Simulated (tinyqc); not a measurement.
Solubility, supersaturation, precipitation and gettering of an impurity in a silicon-like host: one step, computed by the program tinyqc. Command: `OMP_NUM_THREADS=1 python tinyqc.py 3027303 3027304 out.jsonl ripen walk`. One thread of a shared host (Intel(R) Xeon(R) Processor @ 2.30GHz), about 0.01 s of CPU time with the checks.

The wafer was saturated at T1 and is then held at T.

Question. Solubility, diffusivity, supersaturation. C_eq(T) = N0 exp(S/k_B - H/(k_B T)); D(T) = D0 exp(-Q/(k_B T)); C0 = C_eq(T1). Supersaturation s = C0/C_eq(T); critical radius r* = 2 gamma/(C_p k_B T ln s); barrier W* = (4 pi/3) gamma r*^2. Strain energy is left out.

Inputs (values chosen for the exercise, modelled on copper in silicon):
```
quantity                                   value    unit
site density N0                            5e+22  1/cm^3
enthalpy of solution H                      1.48      eV
entropy of solution S                        2.2     k_B
diffusion prefactor D0                    0.0039  cm^2/s
migration energy Q                         0.427      eV
temperature of saturation T1                1200       K
anneal temperature T                         717       K
impurity density in the precipitate C_p  5.2e+22  1/cm^3
interface energy gamma                      0.63   J/m^2
```

Constants: k_B = 8.617333262e-05 eV/K; k_B = 1.380649e-23 J/K.

Give: C0; C_eq(T); D(T); supersaturation s; critical radius r*; W*/(k_B T).

Answer.

C0 = 2.746e+17 1/cm^3

C_eq(T) = 1.785e+13 1/cm^3

D(T) = 3.888e-06 cm^2/s

supersaturation s = 15387

critical radius r* = 0.2539 nm

W*/(k_B T) = 17.18

Caution: the barrier to homogeneous nucleation is below 35 k_B T for these inputs, so new precipitates would form and outnumber the fixed sinks assumed here. Caution: a critical radius of atomic size is outside the capillary model.
